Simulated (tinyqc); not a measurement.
Static screening by free carriers: one step. Lindhard function at one q. Four cases, with inputs chosen for the exercise.

Question. Compare with Thomas-Fermi, 1 + (qTF/q)^2.

Lindhard at zero temperature: eps(q)/eps = 1 + (qTF/q)^2 L(x), x = q/(2 kF), L(x) = 1/2 + ((1 - x^2)/(4x)) ln|(1 + x)/(1 - x)|.

Give: x; L(x); eps(q)/eps, Lindhard; eps(q)/eps, Thomas-Fermi.

Case 1.

Values chosen (out of a larger set: a free-electron density near that of Al; not measured data): q = 1.59 1/angstrom (wave vector).

kF = 1.756402 1/angstrom
qTF = 2.055732 1/angstrom

Answer.

x = 0.4526
L(x) = 0.9286
eps(q)/eps, Lindhard = 2.552
eps(q)/eps, Thomas-Fermi = 2.672

The carriers respond with 93 % of their long-wave strength at this q.

Case 2.

Values chosen (out of a larger set: near those of Ge; not measured data): q = 0.32 1/angstrom (wave vector).
kF = 0.1011959 1/angstrom
qTF = 0.1115908 1/angstrom

Answer.

x = 1.5811
L(x) = 0.1464
eps(q)/eps, Lindhard = 1.018
eps(q)/eps, Thomas-Fermi = 1.122

The carriers respond with 15 % of their long-wave strength at this q, beyond 2 kF, where no pair of states on the Fermi surface is joined by q.

Case 3.

Values chosen (out of a larger set: near those of Si; not measured data): q = 0.0482 1/angstrom (wave vector).

kF = 0.04621326 1/angstrom
qTF = 0.1353250 1/angstrom

Answer.

x = 0.5215
L(x) = 0.9037
eps(q)/eps, Lindhard = 8.124
eps(q)/eps, Thomas-Fermi = 8.882

The carriers respond with 90 % of their long-wave strength at this q. The zero-temperature form is an exercise here: at the temperature of this gas EF is only 0.97 kT.

Case 4.

Values chosen (out of a larger set: a free-electron density near that of Al; not measured data): q = 4.2 1/angstrom (wave vector).

kF = 1.746752 1/angstrom
qTF = 2.050077 1/angstrom

Answer.

x = 1.2022
L(x) = 0.2789
eps(q)/eps, Lindhard = 1.066
eps(q)/eps, Thomas-Fermi = 1.238

The carriers respond with 28 % of their long-wave strength at this q, beyond 2 kF, where no pair of states on the Fermi surface is joined by q.

Computed by tinyqc, one run a case: `OMP_NUM_THREADS=1 python tinyqc.py N N+1 out.jsonl` with N = 1681219, 1681280, 1681383, 1681385; one thread of a shared Intel(R) Xeon(R) Processor @ 2.30GHz, about 0.01 s a run at most.
